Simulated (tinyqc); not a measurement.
Shallow donor in an anisotropic valley (effective-mass theory): sweeps and comparisons. A value that a table varies takes the place of the one given here.

One valley: H = -c [(d2/dx2 + d2/dy2)/mt + (d2/dz2)/ml] - q/(eps r), c = hbar^2/2m0, q = e^2/(4 pi eps0). Trial function exp(-sqrt((x^2 + y^2)/a^2 + z^2/b^2)) with a > b: T = (c/3)(2/(mt a^2) + 1/(ml b^2)), V = -(q/eps) atan(u/b)/u, u = sqrt(a^2 - b^2). The central cell of the impurity is left out.

Constants: hbar^2/2m0 = 3.80998211 eV angstrom^2; e^2/(4 pi eps0) = 14.39964547 eV angstrom; Ry = 13.60569312 eV; a0 (Bohr radius) = 0.5291772105 angstrom.

Values chosen for the exercise (near those of GaP; not measured data): mt = 0.249 m0 (transverse mass); eps = 10.9 (dielectric constant); xs = (1.5, 1.9, 3.3, 5.1, 10, 18, 61, 93) (ratios ml/mt); ml = 2.045 m0 (longitudinal mass).

## Mass anisotropy

mt and eps fixed, ml varied. Energies in units of Ry*(mt) = Ry mt/eps^2 and lengths in a*(mt) = a0 eps/mt; the last two columns use one mass, 3/(1/ml + 2/mt) or (ml mt^2)^(1/3).

Results:

| ml/mt | a/a* | b/a | binding | conductivity mass | density-of-states mass |
|---|---|---|---|---|---|
| 1.50 | 0.920 | 0.866 | 1.139 | 1.125 | 1.145 |
| 1.90 | 0.878 | 0.796 | 1.223 | 1.188 | 1.239 |
| 3.30 | 0.796 | 0.656 | 1.425 | 1.303 | 1.489 |
| 5.10 | 0.742 | 0.563 | 1.587 | 1.366 | 1.721 |
| 10.0 | 0.674 | 0.446 | 1.839 | 1.429 | 2.154 |
| 18.0 | 0.627 | 0.364 | 2.052 | 1.459 | 2.621 |
| 61.0 | 0.557 | 0.240 | 2.459 | 1.488 | 3.936 |
| 93.0 | 0.539 | 0.208 | 2.584 | 1.492 | 4.531 |

How do the results move?

The binding grows from 1.14 to 2.58 Ry*(mt); for ml going to infinity the exact problem becomes two-dimensional, with 4 Ry*. The conductivity mass saturates at 1.5 and underbinds, by 14 % at ml/mt = 5.1; the density-of-states mass errs by +8 % there and by +75 % in the last row. With these mt and eps one unit is 28.51 meV.

## What each parameter does

The minimum of the trial energy. Each row changes one parameter from the base and keeps the others.

Results:

| case | E (meV) | a (angstrom) | b (angstrom) | b/a |
|---|---|---|---|---|
| base | -50.34 | 16.03 | 7.65 | 0.477 |
| ml = 1.636 m0 | -47.97 | 16.54 | 8.53 | 0.516 |
| mt = 0.274 m0 | -54.28 | 14.76 | 7.28 | 0.493 |
| eps = 9.8 | -62.28 | 14.41 | 6.87 | 0.477 |

What can be read from the table?

The largest shifts from the base row, up to three for each result and ties (the steps differ in size, so this ranks the rows, not the parameters). E (meV): eps -11.94, mt -3.93, ml +2.38. a (angstrom): eps -1.62, mt -1.27, ml +0.51. b (angstrom): ml +0.88, eps -0.77, mt -0.37. b/a: ml +0.038, mt +0.016; unchanged at the printed digits by eps. eps only rescales the solution (E as 1/eps^2, lengths as eps), so b/a depends on ml/mt alone.

tinyqc: `OMP_NUM_THREADS=1 python tinyqc.py 1250292 1250293 out.jsonl`; about 0.01 s, one thread, shared Intel(R) Xeon(R) Processor @ 2.30GHz.
